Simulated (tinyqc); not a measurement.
One anharmonic mode: perturbation theory, self-consistent phonons and exact levels: one step, computed by the program tinyqc. Command: `OMP_NUM_THREADS=1 python tinyqc.py 3030170 3030171 out.jsonl scp walk`. One thread of a shared host (Intel(R) Xeon(R) Processor @ 2.30GHz), about 0.04 s of CPU time with the checks.

V(x) = k x^2/2 + b x^4 for one coordinate x of mass M. A constant K > 0 gives hbar Omega = sqrt((hbar^2/u) K/M) with K in eV/angstrom^2 and M in u.

Problem. Levels in the small basis. Diagonalise H.

Shape: single well.

H (meV), lower triangle (symmetric):
```
         1        2         3         4
1  2.98826
2  0.00000  9.17999
3  0.30433  0.00000  15.80210
4  0.00000  0.87853   0.00000  22.85461
```

Give: levels.

Solution.

levels (meV): 2.98  9.12  15.81  22.91
